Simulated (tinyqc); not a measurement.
Crystal pulling from the melt: segregation, interface stability, heat balance and point-defect regime: one step, computed by the program tinyqc. Command: `OMP_NUM_THREADS=1 python tinyqc.py 3005305 3005306 out.jsonl pull walk`. One thread of a shared host (Intel(R) Xeon(R) Processor @ 2.30GHz), about 0.01 s of CPU time with the checks.

A dilute solute; steady pulling with a flat interface unless it is found unstable.

Task: Concentration at the frozen fraction g. Axial profile: C_s = k_eff C0 (1 - g)^(k_eff - 1); bulk melt C_L = C_s/k_eff. Usable fraction: the g at which C_s has changed by 30 % from its first value (0.99 at most).

Inputs (values chosen for the exercise, modelled on phosphorus in silicon): initial melt concentration C0 = 3.8e+17 1/cm^3; frozen fraction g = 0.14.

Loss from the melt surface: none.

k_eff = 0.4092738

Give: C_s; C_L; usable fraction.

Result:

C_s = 1.700e+17 1/cm^3

C_L = 4.154e+17 1/cm^3

usable fraction = 0.3586

C_s rises along the crystal.
